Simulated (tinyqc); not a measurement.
Orbital energy against energy difference: ionisation energy by orbital energies and by energy differences in the 6-31g basis, for H6, spin multiplicity 1. Computed by the program tinyqc with PySCF. 

Geometry (angstrom):
```
atom       x       y       z
H     0.0000  0.0000  0.0000
H     0.0000  0.0000  0.7300
H     0.0000  0.0000  1.7060
H     0.0000  0.0000  2.4370
H     0.0000  0.0000  3.4130
H     0.0000  0.0000  4.1430
```

CCSD(T) difference in the same basis = 11.5239 eV

IP-EOM-CCSD = 11.5469 eV

The cation is unrestricted; errors are against CCSD(T) in this basis, not against experiment.

First vertical ionisation energy (eV):
```
method     -e(HOMO)  E(cation) - E  error of -e(HOMO)  error of the difference
HF           11.990       11.17888              0.466                   -0.345
LDA           7.110       11.18148             -4.414                   -0.342
PBE           7.197       11.26135             -4.327                   -0.263
B3LYP         8.396       11.56512             -3.128                    0.041
PBE0          8.559       11.48986             -2.965                   -0.034
CAM-B3LYP     9.927       11.60060             -1.597                    0.077
LC-wPBE      11.250       11.68392             -0.274                    0.160
```

Koopmans errs by +0.47 eV and Delta-HF by -0.35 eV: relaxation, 0.81 eV, lowers the value and the missing correlation difference works against it. The PBE level is off by -4.3 eV through the wrong tail of its potential, though its energy difference is off by -0.26 eV; exact exchange deepens the level, and among the orbital energies LC-wPBE comes closest; among the differences PBE0 does.
